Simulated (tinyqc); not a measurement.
Ion-assisted plasma etching: sheath, surface coverage, synergy and aspect-ratio dependence: one step, computed by the program tinyqc. Command: `OMP_NUM_THREADS=1 python tinyqc.py 3022875 3022876 out.jsonl etch walk`. One thread of a shared host (Intel(R) Xeon(R) Processor @ 2.30GHz), about 0.08 s of CPU time with the checks.

Radicals adsorb on bare sites; ions remove covered sites with a high yield and bare sites by sputtering; a slow spontaneous reaction acts everywhere, walls included.

Question. Sheath and ion angles. Debye length lambda_D = sqrt(eps_0 T_e/(e n_s)) with n_s = 0.61 n_e, T_e in volts; Child-law sheath d = (sqrt2/3) lambda_D (2 V/T_e)^(3/4); ion energy E = V + T_e/2; angular spread = arctan(sqrt(T_i/E)).

Inputs (values chosen for the exercise, close to those used for silicon in a halogen plasma): plasma density n_e = 5.8e+09 1/cm^3; electron temperature T_e = 3.7 eV; sheath voltage V = 790 V; ion temperature T_i = 0.55 eV.

Feature: round hole.

Constants: eps_0 = 8.8541878128e-12 F/m; e = 1.602176634e-19 C.

Give: Debye length; sheath thickness; ion energy E; angular spread.

Answer.

Debye length = 240.40 um

sheath thickness = 10646 um

ion energy E = 791.85 eV

angular spread = 1.5097 degrees

Caution: a sheath of several millimetres is collisional at usual pressures, which lowers the ion energy and widens the angles.
